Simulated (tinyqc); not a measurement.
# Schottky barrier on an n-type semiconductor, non-linear Poisson equation by Newton steps: effects of single changes

One dimension, metal at x = 0, donor density C(x) = Nd, uniform. Energies are counted from the electron Fermi level of the semiconductor and the conduction-band edge is Ec = -psi, so n = Nc exp(psi/Vt); holes follow the Fermi level of the metal, at -V, so p = Nv exp((V - psi - Eg)/Vt). Ends: psi(0) = V - phiB and psi = Vt ln(Nd/Nc) deep inside. Boltzmann statistics, full ionisation, no current, no image force in the Poisson equation.

Values chosen for this exercise; band and dielectric values those of a made-up semiconductor:
- T = 350 K (temperature)
- Eg = 1.54 eV (band gap)
- eps_r = 16 (relative permittivity)
- Nc = 6.19e17 cm^-3 (conduction-band density of states at T)
- Nv = 1.39e19 cm^-3 (valence-band density of states at T)
- Nd = 1.1e16 cm^-3 (donor density deep in the semiconductor)
- phiB = 0.94 eV (barrier height)
- V = 0.23 V (bias of the metal against the semiconductor)

Constants: q = 1.602176634e-19 C, kB = 1.380649e-23 J/K, Vt = kB T/q, eps0 = 8.8541878128e-14 F/cm where lengths are in cm. Results are converted to the units shown.

Each table varies one quantity; the others keep the values above.

## Capacitance-voltage profiling

The Poisson equation d/dx(eps0 eps_r dpsi/dx) = -q (p - n + C) is solved on a mesh of about 1000 nodes or more that ends in neutral material. C_s = q d/dV of the integral of n over x, from the linearised equation. Probed depth w = eps0 eps_r/C_s; apparent doping N_app = C_s^3/(q eps0 eps_r dC_s/dV), the derivative by central differences over +/- 0.02 V.

The same in every row: true C(w) (cm^-3) = 1.100e16.

Capacitance-voltage profiling:
```
V (V),C_s (nF/cm^2),w (nm),N_app (cm^-3),|E_0| (kV/cm)
0,39.80,356.0,1.100e16,44.29
-0.29,34.03,416.4,1.100e16,51.80
-0.57,30.32,467.3,1.100e16,58.13
-0.86,27.52,514.8,1.100e16,64.04
-1.14,25.44,556.8,1.100e16,69.27
-1.43,23.72,597.2,1.100e16,74.29
-1.71,22.35,633.8,1.100e16,78.84
-2,21.16,669.5,1.100e16,83.29
```

Read the table: what changes, and by how much?

C_s falls from 39.8 to 21.2 nF/cm^2 while the probed depth goes from 356 to 670 nm. The apparent doping stays near 1.10e16 cm^-3. It departs most from the true doping at that depth for V = 0 V, where it is 0.040 % below it; so the doping is read well over the depths probed.

## Effect of the relative permittivity

First integral for uniform doping: E_0^2 = (2 q/(eps0 eps_r)) [Nd (U - Vt + Vt exp(-U/Vt)) + Vt p_0], U = Vbi - V, Vbi = phiB - Vt ln(Nc/Nd), p_0 = Nv exp((phiB - Eg)/Vt) (deep holes neglected). Image-force lowering dphi = sqrt(q E_0/(4 pi eps0 eps_r)), at x_m = sqrt(q/(16 pi eps0 eps_r E_0)). W = sqrt(2 eps0 eps_r U/(q Nd)).

The same in every row: Vbi (V) = 0.8184; p_0/Nd = 2.897e-6.

Effect of the relative permittivity:
```
eps_r,W (nm),E_0 (kV/cm),dphi (mV),exp(dphi/Vt)
6,188.4,60.86,38.22,3.551
8,217.5,52.71,30.80,2.777
10,243.2,47.14,26.05,2.372
12,266.4,43.04,22.72,2.124
14,287.7,39.84,20.24,1.957
16,307.6,37.27,18.31,1.835
18,326.2,35.14,16.77,1.743
20,343.9,33.34,15.49,1.671
```

Read the table: what changes, and by how much?

As eps_r goes from 6 to 20, the surface field falls from 60.9 to 33.3 kV/cm, the lowering falls from 38.2 to 15.5 mV and W rises from 188 to 344 nm. Over the table the lowering goes as eps_r^(-0.75); the depletion formulas give -3/4.

tinyqc, about 0.03 s, one thread, Intel Xeon 2.30GHz (shared host): `OMP_NUM_THREADS=1 python tinyqc.py 2020039 2020040 out.jsonl`
